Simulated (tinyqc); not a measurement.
Inside a calculation. Model: donor in an ellipsoidal valley (Kohn-Luttinger variational method). Computed by tinyqc, a small Python program that keeps every step. Command: `OMP_NUM_THREADS=1 python tinyqc.py 3022369 3022370 out.jsonl kohnlutt walk`. One thread of a shared host (Intel(R) Xeon(R) Processor @ 2.30GHz), about 0.04 s of CPU time with the checks. Intermediate numbers are printed to about 5 digits and carried at full precision; extremes and crossings named in words are read from the listed rows.

H = -(d^2/dx^2 + d^2/dy^2) - gamma d^2/dz^2 - 2/r in units built on m_t, with gamma = m_t/m_l and z along the valley axis. One valley; no valley-orbit or central-cell term.

Inputs (values chosen for the exercise, modelled on silicon):

| quantity | value | unit |
|---|---|---|
| transverse mass m_t | 0.191 | m_0 |
| longitudinal mass m_l | 0.905 | m_0 |
| dielectric constant eps | 11.4 | - |
| trial ratio b/a | 0.65 | - |
| observed depth chosen for 1s | 60.4 | meV |

Constants: Ry = 13.605693123 eV; a_0 = 0.529177210903 angstrom; h x 1 THz = 4.135667696 meV.

## Effective units

Ry* = Ry m_t/eps^2, a* = a_0 eps/m_t, gamma = m_t/m_l.

Ry* = 19.996 meV

a* = 31.584 angstrom

gamma = 0.21105

## Energy at a trial ratio

Trial function exp(-sqrt((x^2 + y^2)/a^2 + z^2/b^2)) with beta = b/a < 1: E = t/a^2 - u/a, t = (2 + gamma/beta^2)/3, u = 2 arcsin(sqrt(1 - beta^2))/sqrt(1 - beta^2); the best a is 2 t/u and E(beta) = -u^2/(4 t).

t = 0.83318

u = 2.2718

best a = 0.73349 a*

E(beta) = -1.5486 Ry*

## Minimum over the ratio

Golden-section search on beta from 0.05 to 0.999, 60 steps.

Search, first ten steps; c and d are the inner points:

| step | low | high | c | E(c) (Ry*) | d | E(d) (Ry*) |
|---|---|---|---|---|---|---|
| 1 | 0.05000 | 0.99900 | 0.41249 | -1.4642 | 0.63651 | -1.5522 |
| 2 | 0.41249 | 0.99900 | 0.63651 | -1.5522 | 0.77497 | -1.4950 |
| 3 | 0.41249 | 0.77497 | 0.55094 | -1.5578 | 0.63651 | -1.5522 |
| 4 | 0.41249 | 0.63651 | 0.49806 | -1.5413 | 0.55094 | -1.5578 |
| 5 | 0.49806 | 0.63651 | 0.55094 | -1.5578 | 0.58363 | -1.5596 |
| 6 | 0.55094 | 0.63651 | 0.58363 | -1.5596 | 0.60383 | -1.5581 |
| 7 | 0.55094 | 0.60383 | 0.57114 | -1.5596 | 0.58363 | -1.5596 |
| 8 | 0.57114 | 0.60383 | 0.58363 | -1.5596 | 0.59134 | -1.5592 |
| 9 | 0.57114 | 0.59134 | 0.57886 | -1.5597 | 0.58363 | -1.5596 |
| 10 | 0.57114 | 0.58363 | 0.57591 | -1.5597 | 0.57886 | -1.5597 |

best beta = 0.57765

radius a of the 1s trial function = 23.691 angstrom

radius b of the 1s trial function = 13.685 angstrom

1s binding energy, trial function = 31.187 meV

The envelope is flattened along the heavy axis; beta is close to gamma^(1/3) = 0.595.

## Levels from a Gaussian basis

Gaussian basis: g = P exp(-al (x^2 + y^2) - be z^2) with P = 1 (s-like), z (2p0) or x (2p+-); al = 0.004 x 2.6^k, k = 0..11, and be/al = 1, gamma^(-1/2) or 1/gamma (36 functions); 1/r = (2/sqrt(pi)) int exp(-t^2 r^2) dt by 48 Gauss-Legendre points after t = sqrt(al_i + al_j) tan(theta); overlap eigenvalues below 1e-10 are dropped.

1s binding energy, Gaussian basis = 31.228 meV

2p0 binding energy = 11.441 meV

2p+- binding energy = 6.4066 meV

The two-parameter trial function recovers 99.87 % of the 1s binding of the larger basis. 2p0, with its lobes along the heavy axis, is bound 1.79 times as strongly as 2p+-.

## Optical lines and the chemical shift

With an observed depth of 1s, the lines are 1s -> 2p0 = depth - E(2p0) and 1s -> 2p+- = depth - E(2p+-); the chemical shift is depth - E(1s, Gaussian basis); 1 meV = 1 THz/4.135667696.

line 1s -> 2p0 = 48.959 meV

line 1s -> 2p+- = 53.993 meV

chemical shift = 29.172 meV

frequency of the line 1s -> 2p+- = 13.056 THz

The spacing of the two lines, 5.035 meV, does not depend on the depth, so it is the same for every donor in this host.

## Which single mass stands for the valley

A hydrogenic level is Ry m/eps^2 for one mass m; errors are against the Gaussian basis.

1s binding energy:

| rule | mass (m_0) | binding (meV) | error (%) |
|---|---|---|---|
| transverse mass | 0.19100 | 19.996 | -35.97 |
| conductivity mass 3/(2/m_t + 1/m_l) | 0.25915 | 27.131 | -13.12 |
| density-of-states mass (m_t^2 m_l)^(1/3) | 0.32080 | 33.585 | 7.55 |
| longitudinal mass | 0.90500 | 94.746 | 203.40 |
| trial function with a and b | - | 31.187 | -0.13 |
| mass that fits 1s | 0.29829 | 31.228 | 0.00 |

The conductivity mass, which is what a spherical trial function (a = b) gives, falls short by 13.1 %, as a restricted variational bound must; the density-of-states mass is off by +7.5 %. The mass that fits lies between the two.

## Levels against anisotropy

The trial energy is minimised over beta by golden section from 0.05 to 0.999, 60 steps.

Binding energies (Ry*):

| gamma | 1s, trial | 1s, Gaussians | 2p0 | 2p+- |
|---|---|---|---|---|
| 0.053 | 2.0690 | 2.0801 | 1.0035 | 0.36680 |
| 0.110 | 1.8034 | 1.8085 | 0.7605 | 0.34431 |
| 0.210 | 1.5615 | 1.5636 | 0.5735 | 0.32059 |
| 0.320 | 1.4044 | 1.4053 | 0.4681 | 0.30325 |
| 0.360 | 1.3609 | 1.3616 | 0.4410 | 0.29816 |
| 0.600 | 1.1759 | 1.1761 | 0.3358 | 0.27488 |
| 0.860 | 1.0508 | 1.0508 | 0.2734 | 0.25748 |

As gamma falls from 0.86 to 0.053, 1s deepens from 1.051 to 2.080 Ry*, on the way from the hydrogen value 1 to the two-dimensional limit 4; 2p+- moves from 0.257 to 0.367 (limits 1/4 and 4/9), while 2p0 climbs from 0.273 to 1.004 and joins 1s as gamma tends to 0. Near gamma = 1 the trial function is almost exact and can pass the Gaussian basis, whose own error is about 3e-5 Ry*.

Checks made by the program: the Gaussian basis at gamma = 1 against 1, 1/4 and 1/4 Ry* (relative difference 3e-05); trial function against Gaussian basis (relative difference 1e-03).
